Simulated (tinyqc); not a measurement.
# Worked calculation: double-gate transistor below threshold, two-dimensional Poisson equation on a small mesh

Computed by the program tinyqc: `OMP_NUM_THREADS=1 python tinyqc.py 2480072 2480073 out.jsonl`, one thread of a shared Intel Xeon 2.30GHz, about 0.1 s for the whole run. Printed values are rounded.

Half of a symmetric double-gate structure: row 0 is the mid-plane of the body, where the normal field vanishes. Mobile charge is neglected (subthreshold), the body is fully depleted, and potentials are counted from the intrinsic level; rows run upward to the gate, columns from source to drain.

Inputs (values chosen for the exercise); semiconductor permittivity close to that of germanium:
```
symbol,value,unit,meaning
T,325,K,temperature
eps_r,16.2,,relative permittivity of the semiconductor
eox,9,,relative permittivity of the insulator
tb,5,nm,half the body thickness
tox,4,nm,insulator thickness
L,34,nm,channel length
Na,0,cm^-3,acceptor density of the depleted body
Vbi,0.46,V,potential of the source
Vfb,-0.01,V,gate offset
Vg,0.05,V,gate voltage
Vd,1,V,drain voltage
```

Constants: q = 1.602176634e-19 C, kB = 1.380649e-23 J/K, Vt = kB T/q, eps0 = 8.8541878128e-14 F/cm where lengths are in cm. Results are converted to the units shown.

## Coefficients of the five-point equations

Mesh: rows i = 0..2 in the semiconductor (step hs = tb/2, row 2 on the interface), then 1 step(s) ho = tox/1 up to the gate row 3; columns j = 0..5 (step hy = L/5). Box integration, divided by eps0: up_i = eps hy/h of the interval above row i, dn_i = that of the interval below (0 for row 0), lat_i = (sum of eps h/2 over the intervals above and below)/hy, s_i = -q Na w_i hy/eps0 with w_i the semiconductor height of the box (hs/2 for row 0 and the interface row, hs between, 0 in the insulator). Each free node obeys (up + dn + 2 lat) psi = up psi(above) + dn psi(below) + lat [psi(left) + psi(right)] + s.

```
row        up        dn       lat  s (V)
0    44.06400         0  2.977941      0
1    44.06400  44.06400  5.955882      0
2        15.3  44.06400     5.625      0
```

## Iteration 1: Jacobi sweep

psi at the start (fixed values on the edges, free nodes at the gate value) (V):
```
            j=0       j=1       j=2       j=3       j=4       j=5
row 0  0.460000  0.060000  0.060000  0.060000  0.060000  1.460000
row 1  0.460000  0.060000  0.060000  0.060000  0.060000  1.460000
row 2  0.460000  0.060000  0.060000  0.060000  0.060000  1.460000
row 3  0.060000  0.060000  0.060000  0.060000  0.060000  0.060000
```

Free nodes: rows 0..2, columns 1..4, taken row by row from row 0, left to right. t = (up psi(above) + dn psi(below) + lat [psi(left) + psi(right)] + s)/(up + dn + 2 lat), with all neighbours from the previous sweep; psi(new) = t.

psi after iteration 1 (V):
```
            j=0       j=1       j=2       j=3       j=4       j=5
row 0  0.460000  0.083814  0.060000  0.060000  0.143349  1.460000
row 1  0.460000  0.083814  0.060000  0.060000  0.143349  1.460000
row 2  0.460000  0.091863  0.060000  0.060000  0.171522  1.460000
row 3  0.060000  0.060000  0.060000  0.060000  0.060000  0.060000
```

## Iteration 2: Jacobi sweep

As before.

psi after iteration 2 (V):
```
            j=0       j=1       j=2       j=3       j=4       j=5
row 0  0.460000  0.104793  0.061418  0.064962  0.216774  1.460000
row 1  0.460000  0.108338  0.061418  0.064962  0.229183  1.460000
row 2  0.460000  0.106724  0.062538  0.068884  0.223533  1.460000
row 3  0.060000  0.060000  0.060000  0.060000  0.060000  0.060000
```

## Course of the iteration: Jacobi sweep

Stop when the largest change of psi is below 1e-7 V, or after 400 iterations. Fixed values: gate row Vg - Vfb; column 0 at Vbi and the last column at Vbi + Vd in the semiconductor, each running linearly to Vg - Vfb across the insulator.

Course of the iteration:
```
iteration  psi at row 0, j = 2 (V)  largest |change| of one entry (V)
1                             0.06                              0.112
2                       0.06141777                             0.0858
3                       0.06421112                             0.0759
4                       0.06910928                             0.0580
5                       0.07440842                             0.0520
6                       0.08093584                             0.0402
7                       0.08761664                             0.0364
8                       0.09481738                             0.0284
9                        0.1020846                             0.0260
...                            ...                                ...
140                      0.2271647                            1.96e-7
141                      0.2271649                            1.79e-7
142                      0.2271650                            1.65e-7
143                      0.2271651                            1.51e-7
144                      0.2271653                            1.39e-7
145                      0.2271654                            1.27e-7
146                      0.2271655                            1.17e-7
147                      0.2271656                            1.07e-7
148                      0.2271657                            9.81e-8
```

Converged in 148 iterations. At the end each change is about 0.92 times the one before: linear convergence.

## Barrier, swing and barrier lowering

converged psi (V):
```
            j=0       j=1       j=2       j=3       j=4       j=5
row 0  0.460000  0.267723  0.227167  0.334483  0.680126  1.460000
row 1  0.460000  0.257469  0.217173  0.318376  0.650780  1.460000
row 2  0.460000  0.225287  0.188054  0.271020  0.556985  1.460000
row 3  0.060000  0.060000  0.060000  0.060000  0.060000  0.060000
```

d psi/dVg on row 0: j=0 0.0000000, j=1 0.5400838, j=2 0.7546390, j=3 0.7546390, j=4 0.5400838, j=5 0.0000000
d psi/dVd on row 0: j=0 0.000000, j=1 0.023756, j=2 0.069022, j=3 0.176339, j=4 0.436160, j=5 1.000000

The barrier is read along row 0, the path farthest from the gate. Take the node j of lowest psi: barrier Vbi - psi_j; swing Vt ln 10/(d psi_j/dVg); DIBL = (d psi_j/dVd)/(d psi_j/dVg). The derivatives solve the same equations with s = 0 and a unit change of that voltage.

j = 2
barrier = 0.2328333 V
swing = 85.45406 mV/decade
DIBL = 91.46402 mV/V

A mesh of 12, 8 and 80 steps (semiconductor, insulator, channel) gives a barrier of 0.256 V, a swing of 84.3 mV a decade and a DIBL of 65.4 mV/V; the small mesh puts the barrier 9.1 % below that.
